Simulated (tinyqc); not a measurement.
# A tight-binding chain with uneven site energies, recursive Green functions, step by step

Program tinyqc, `OMP_NUM_THREADS=1 python tinyqc.py 2660026 2660027 out.jsonl`; Intel Xeon 2.30GHz, shared host, one thread, about 0.02 s. Printed values are rounded.

The device has N = 8 slices of 1 site(s), nearest-neighbour hopping -t, and site energies U; the leads are semi-infinite continuations with site energy 0. V = <i+1|H|i> = -t 1.

Inputs (values chosen for the exercise):
- t = 1.5 eV (hopping (matrix element -t))
- U = [3.07, 1.47, -0.96, -1.44, 0.13, -1.27, -1.13, -0.1] eV (site energies, slice by slice)
- E = 2.31 eV (energy)

Constants: q = 1.602176634e-19 C, h = 6.62607015e-34 J s. Results are converted to the units shown.

## Self-energy of the leads

Sigma = t^2 g(E), g(x) = (x - i sqrt(4 t^2 - x^2))/(2 t^2) for |x| < 2 t and (x - sign(x) sqrt(x^2 - 4 t^2))/(2 t^2) otherwise; Gamma = i (Sigma - Sigma^dagger); both leads give the same.

Sigma = 1.15500-0.95707i eV
Gamma = 1.91413 eV
open modes = 1

## Forward pass

Forward pass: g_1 = (E - H_1 - Sigma)^(-1), g_i = (E - H_i - V g_(i-1) V^dagger)^(-1), with Sigma also subtracted on the last slice; G_(i,1) = g_i V G_(i-1,1), starting from g_1. H_i is the block of slice i, its site energy.

```
site           g_i (1/eV)  G_(i,1) of the forward pass (1/eV)
1     -0.417830-0.208820i                 -0.417830-0.208820i
2      0.525174-0.138615i                  0.372569+0.077624i
3      0.468398-0.069952i                 -0.269911-0.015445i
4      0.369646-0.021579i                  0.150157-0.000173i
5      0.740716-0.026674i                 -0.166829+0.006200i
6      0.522119-0.016377i                  0.130504-0.008954i
7      0.441339-0.007179i                 -0.086299+0.007333i
8      0.257914-0.958088i                  0.022848-0.126859i
```

## Transmission

G_(N,1) = 0.022848-0.126859i 1/eV

T(E) = Tr[Gamma G_(N,1) Gamma G_(N,1)^dagger]. Conductance (2 q^2/h) T(E).

T(E) = 0.0608770
conductance = 4.71681 uS

Inverting the whole matrix gives the same value.

## Backward pass

Backward pass: G_NN = g_N, G_ii = g_i + g_i V^dagger G_(i+1,i+1) V g_i; local density of states -Im G_ii/pi on each site.

```
site       G_ii (1/eV)  local density of states (1/eV)
1     0.08971-0.02416i                        0.007691
2     0.92144-0.60105i                        0.191321
3     0.86301-0.31131i                        0.099093
4     0.88756-0.22893i                        0.072871
5     1.74570-0.47225i                        0.150321
6     0.83686-0.30106i                        0.095830
7     0.54068-0.43063i                        0.137075
8     0.25791-0.95809i                        0.304969
```

A site of an infinite clean chain has 1/(pi sqrt(4 t^2 - x^2)) = 0.166 1/eV at this energy (x counted from the band centre); the device goes from 0.00769 (site 1) to 0.305 (site 8).

## States fed from the left, and the bond current

The full first column follows backwards from c_N = G_(N,1): c_i = G_(i,1)(forward) + g_i V^dagger c_(i+1). The density of states fed by the left lead is Gamma |c_i|^2/(2 pi), and the current on bond i is 2 t Gamma Im(c_(i+1) conj(c_i)) in units of T(E).

```
site           c_i (1/eV)  density fed from the left (1/eV)
1      0.089707-0.024163i                          0.002629
2      0.765776-0.088085i                          0.181011
3     -0.518542+0.073490i                          0.083560
4      0.364646-0.072124i                          0.042092
5     -0.393072+0.106819i                          0.050545
6      0.206619-0.083120i                          0.015110
7     -0.100058+0.091561i                          0.005604
8      0.022848-0.126859i                          0.005062
```

bond current, bond 1 to 7: 0.0608770  0.0608770  0.0608770  0.0608770  0.0608770  0.0608770  0.0608770

The bond current is the same on every bond and equals T(E): the current is conserved.
